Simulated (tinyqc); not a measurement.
From results back to parameters: thin (001) film in sp3s* tight binding with raised dangling bonds. Two cases, with inputs chosen for the exercise.

Problem. The gap of a passivated film (lowest level above mid-gap less highest below, mid-gap being half the lower bulk edge) belongs to a hidden number of planes between 6 and 45.

Planes alternate anion (a), cation (c) along [001], a/4 apart, starting with an anion; zero in-plane momentum; levels counted from the bulk Ev, the lower root of [[Epa, Vxx], [Vxx, Epc]]; no spin-orbit coupling. Block of s, pz, s*: from an anion to the cation above, Vss/2 (s,s), Vsapc/2 (s,z), -Vscpa/2 (z,s), Vxx/2 (z,z), Vxapc/2 (s*,z), -Vpaxc/2 (z,s*); to the cation below the same with the s-z and s*-z signs reversed. Block of u = (px + py)/sqrt2 and v = (px - py)/sqrt2: to the cation above (Vxx + Vxy)/2 for u and (Vxx - Vxy)/2 for v, to the cation below the reverse. Each surface atom has two dangling sp3 hybrids; raising both by dl adds (dl/2) [[1, t], [t, 1]] to its s, pz levels (t = -1 at the bottom face, +1 at the top) and dl to the one of u, v in whose plane the missing bonds lie (v for a bottom anion or a top cation, u for a top anion).

Find: N; thickness N a/4.

Case 1.

Values chosen (out of a larger set: near a published set for GaP, fitted to gaps, whose masses and valley positions are rough; not measured data): p = (-8.08, 1.123, -2.19, 4.127, 8.536, 7.208, -7.469, 2.153, 5.124, 4.283, 6.33, 4.67, 5.097) eV (order Esa, Epa, Esc, Epc, Exa, Exc, Vss, Vxx, Vxy, Vsapc, Vscpa, Vxapc, Vpaxc); dp = 30 eV (value of dl for the passivated films); a = 5.454 angstrom (lattice constant).

edges (eV): Gamma 2.8938, Delta 2.3560

gap of the film = 2.4565 eV

Solution.

N = 21
thickness N a/4 = 28.63 angstrom

Computing the films in turn gives 2.4605, 2.4565 and 2.4437 eV for N = 20, 21 and 22; no other N in the range comes within 1 meV.

Case 2.

Values chosen (out of a larger set: near a published set for Si, fitted to gaps, whose masses and valley positions are rough; not measured data): p = (-4.2, 1.719, -4.2, 1.719, 6.636, 6.636, -8.28, 1.706, 4.595, 5.766, 5.766, 5.353, 5.353) eV (order Esa, Epa, Esc, Epc, Exa, Exc, Vss, Vxx, Vxy, Vsapc, Vscpa, Vxapc, Vpaxc); dp = 30 eV (value of dl for the passivated films); a = 5.436 angstrom (lattice constant).

edges (eV): Gamma 3.4120, Delta 1.1768

gap of the film = 1.3978 eV

Solution.

N = 16
thickness N a/4 = 21.74 angstrom

Computing the films in turn gives 1.4437, 1.3978 and 1.3886 eV for N = 15, 16 and 17; no other N in the range comes within 1 meV.

Computed by tinyqc, one run a case: `OMP_NUM_THREADS=1 python tinyqc.py N N+1 out.jsonl` with N = 1451154, 1451161; one thread of a shared Intel(R) Xeon(R) Processor @ 2.30GHz, about 0.3 s a run at most.
